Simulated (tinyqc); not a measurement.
# Hot electrons in a saturated n-channel MOSFET, lucky-electron model, step by step

Computed by the program tinyqc: `OMP_NUM_THREADS=1 python tinyqc.py 2550144 2550145 out.jsonl`, one thread of a shared Intel Xeon 2.30GHz, about 0.01 s for the whole run. Printed values are rounded.

Beyond pinch-off the lateral field grows as Esat cosh(y/l) over the velocity-saturated region (pseudo-two-dimensional model). Impact ionisation in this region gives the substrate current, which biases the body forward through Rsub. Currents are per width. Local-field laws: they overstate ionisation when the field peak is narrower than an energy relaxation length.

Inputs (values chosen for the exercise); values close to those of silicon n-channel devices: channel length L = 1.2 um; oxide thickness tox = 30 nm; junction depth xj = 390 nm; threshold VT = 0.5 V; effective mobility mu = 340 cm^2/(V s); saturation velocity vs = 8.9e6 cm/s; ionisation prefactor Ai = 2e6 1/cm; ionisation field Bi = 1.7 MV/cm; resistance of the lightly doped drain Rd = 200 ohm um; substrate resistance Rsub = 8800 ohm um; fall of VT per volt of forward body bias kb = 0.21; hot-electron mean free path lm = 7.1 nm; oxide barrier pb = 3.2 V; prefactor of the gate current Cg = 0.002; lifetime exponent m = 3; lifetime constant Hl = 3100 s uA/um; drain voltage Vd = 4.3 V; gate voltage Vg = 2.9 V.

Constants: eps0 = 8.8541878128e-14 F/cm where lengths are in cm. Results are converted to the units shown.

## Length and field scales

Cox = 3.9 eps0/tox, l = sqrt(3 tox xj), Esat = 2 vs/mu.

Cox = 0.115104 uF/cm^2
l = 187.350 nm
Esat = 0.0523529 MV/cm
Esat L = 6.28235 V

## Iteration 1: body bias from the substrate current

Vb at the start = 0 V

Cox = 3.9 eps0/tox. Overdrive g = Vg - VT + kb Vb; Vdsat = g Esat L/(g + Esat L); Id = Cox vs (g - Vdsat); dV = Vd - Id Rd - Vdsat; Em = sqrt((dV/l)^2 + Esat^2); Isub = Id (Ai/Bi) l Em exp(-Bi/Em). Vb(new) = Rsub Isub.

Vdsat = 1.73659 V
Id = 67.9622 uA/um
dV = 2.54982 V
Em = 0.145821 MV/cm
Isub = 0.00188920 uA/um
Vb after iteration 1 = 1.66249e-5 V

## Course of the iteration: body bias from the substrate current

Stop when Vb changes by less than 1e-9 V, or after 60 iterations.

Course of the iteration:
```
iteration	Vb (V)	|change| (V)
1	1.66249e-5	1.66e-5
2	1.66248e-5	9.22e-11
```

Converged in 2 iterations. The change falls from 1.7e-5 in the first iteration to below the tolerance in the last.

## Gate current, lifetime and channel shortening

Id = 67.9623 uA/um
dV = 2.54982 V
Em = 0.145821 MV/cm
Isub = 0.00188918 uA/um

Ig = Cg Id exp(-pb/(lm Em)); lifetime tau = (Hl/Id)(Isub/Id)^(-m); length of the saturated region dL = l ln[(dV/l + Em)/Esat]. 1 year = 3.15576e7 s.

Isub/Id = 2.77975e-5
Ig = 5.13021e-9 pA/um
tau = 6.72931e7 years
dL = 315.426 nm

The lifetime exceeds ten years. Integrating Ai exp(-Bi/E) over the cosh profile gives Isub/Id = 2.79e-5, so the closed form is 0.54 % below it.
